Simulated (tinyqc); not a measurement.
Comparisons within one model: strain-driven crossing of the Gamma and L valleys in a germanium-like crystal alloyed with tin. A value that a table varies takes the place of the one given here.

Biaxial loads: e0 is the in-plane strain e_par and the normal is free. (001): e_perp = -2 (C12/C11) e_par; exx = eyy = e_par, ezz = e_perp, no shear. (111): e_perp = -(2 C11 + 4 C12 - 4 C44)/(C11 + 2 C12 + 4 C44) e_par; exx = eyy = ezz = (2 e_par + e_perp)/3 and exy = eyz = ezx = (e_perp - e_par)/3. (110): e_perp = -(C11 + 3 C12 - 2 C44)/(C11 + C12 + 2 C44) e_par; exx = eyy = (e_par + e_perp)/2, ezz = e_par, exy = (e_perp - e_par)/2, eyz = ezx = 0. Uniaxial loads: a stress along n, scaled so that n.e.n = e0, with exx = s11 sxx + s12 (syy + szz), exy = s44 sxy/2, s11 = (C11 + C12)/((C11 - C12)(C11 + 2 C12)), s12 = -C12/((C11 - C12)(C11 + 2 C12)), s44 = 1/C44.

Edges from the unstrained valence top: Gamma at Eg + ac tr(e); an L valley with unit axis u at EgL + aL tr(e) + XuL (u.e.u - tr(e)/3), u along [111], [1-1-1], [-11-1], [-1-11]; valence edges are the levels of the 6 x 6 matrix of X, Y, Z times spin with -Dso/3 + l exx + m (eyy + ezz) on the diagonal (cyclic), n exy off it, l = av + 2 b, m = av - b, n = sqrt(3) d. Spin-orbit term (Dso/3) L.sigma on X, Y, Z with (L_k)_ij = -i epsilon_kij: <X+|H|Y+> = -i Dso/3, <X+|H|Z-> = Dso/3, <Y+|H|Z-> = -i Dso/3, <Z+|H|X-> = -Dso/3, <Z+|H|Y-> = i Dso/3, <X-|H|Y-> = i Dso/3, and their conjugates; + and - are the spin along z.

With tin the unstrained gaps become E(y) = (1 - y) E + y EgS - CS y (1 - y); all other values are kept.
Constants: kB = 8.617333262e-05 eV/K.

Inputs chosen for the exercise (near those of Ge, gaps at low temperature; shifted at random, so the results belong to these values and not to a real crystal):

| symbol | value | unit | meaning |
|---|---|---|---|
| Eg | 0.897 | eV | gap at Gamma to the s-like level |
| EgL | 0.749 | eV | gap to L |
| Dso | 0.285 | eV | spin-orbit splitting |
| ac | -8.39 | eV | conduction deformation potential |
| av | 1.25 | eV | valence hydrostatic potential |
| b | -2.59 | eV | tetragonal shear potential |
| d | -5.24 | eV | trigonal shear potential |
| aL | -1.33 | eV | hydrostatic potential of the L edge, Xd + Xu/3 |
| XuL | 16.11 | eV | uniaxial potential, L |
| y | 0.109 |  | tin fraction |
| EgS | (-0.439, 0.103) | eV | Gamma and L gaps of the tin end |
| CS | (2.57, 1.13) | eV | bowing of the Gamma and L gaps |
| C11 | 129.7 | GPa |  |
| C12 | 48.7 | GPa |  |
| C44 | 65.9 | GPa |  |
| load | biaxial (110) |  | kind of strain |
| mG | 0.0387 | m0 | mass at Gamma |
| mL | 0.571 | m0 | density-of-states mass of the four L valleys together |
| T | 300 | K | temperature |
| e0 | 0.0068 |  | size of the strain |

## Sweep of a biaxial (110) strain

The valence splitting is the distance of the top two edges. Share in Gamma = mG^(3/2)/(mG^(3/2) + (mL^(3/2)/4) sum_i exp(-(E_Li - E_Gamma)/kT)).

Results:

| e0 (%) | direct gap (eV) | indirect gap (eV) | Gamma - L (meV) | valence splitting (meV) | share in Gamma (%) |
|---|---|---|---|---|---|
| -0.72 | 0.578 | 0.510 | 68 | 54 | 0.254 |
| -0.27 | 0.530 | 0.547 | -17 | 22 | 5.31 |
| 0.17 | 0.469 | 0.541 | -72 | 15 | 29.8 |
| 0.62 | 0.379 | 0.465 | -86 | 57 | 48.5 |
| 1.06 | 0.288 | 0.386 | -99 | 103 | 61.5 |
| 1.51 | 0.191 | 0.303 | -112 | 151 | 72.9 |
| 1.95 | 0.095 | 0.220 | -125 | 201 | 81.7 |
| 2.40 | -0.004 | 0.134 | -139 | 253 | 88.2 |

Gamma drops below the lowest L valley between e0 = -0.72 and -0.27 %. This load splits the L valleys, and the lowest set changes where e0 changes sign, which bends the column Gamma - L. The direct gap goes from 0.578 to -0.004 eV; of that change -0.120 eV comes from the rise of the valence top through the shear terms and the rest from the volume. The share in Gamma goes from 0.254 to 88.2 %. Gaps near or below zero lie outside this linear model.

## What each parameter does

Direct gap, Gamma minus the lowest L edge and the valence splitting. Each row changes one parameter from the base and keeps the others.

Results:

| case | direct gap (eV) | Gamma - L (meV) | valence splitting (meV) |
|---|---|---|---|
| base | 0.3667 | -87.3 | 63.4 |
| XuL = 18.5265 eV | 0.3667 | -79.3 | 63.4 |
| aL = -1.1305 eV | 0.3667 | -89.4 | 63.4 |
| Dso = 0.32775 eV | 0.3674 | -87.3 | 62.8 |
| y = 0.09265 | 0.4221 | -57.2 | 63.4 |
| C12 = 56.005 GPa | 0.3690 | -82.4 | 66.1 |
| ac = -9.6485 eV | 0.3536 | -100.5 | 63.4 |
| e0 = 0.00578 | 0.3876 | -84.3 | 53.3 |

The largest shifts from the base row, up to three for each result and ties (the steps differ in size, so this ranks the rows, not the parameters). direct gap (eV): y +0.0554, e0 +0.0209, ac -0.0131; unchanged at the printed digits by XuL and aL. Gamma - L (meV): y +30.1, ac -13.1, XuL +8.0; unchanged at the printed digits by Dso. valence splitting (meV): e0 -10.1, C12 +2.7, Dso -0.6; unchanged at the printed digits by XuL, aL, y and ac.

Computed by tinyqc, a small Python program: `OMP_NUM_THREADS=1 python tinyqc.py 1051493 1051494 out.jsonl` (the numbers bound the seed that draws the inputs); one thread of a shared host (Intel(R) Xeon(R) Processor @ 2.30GHz), about 0.01 s for the whole set of steps.
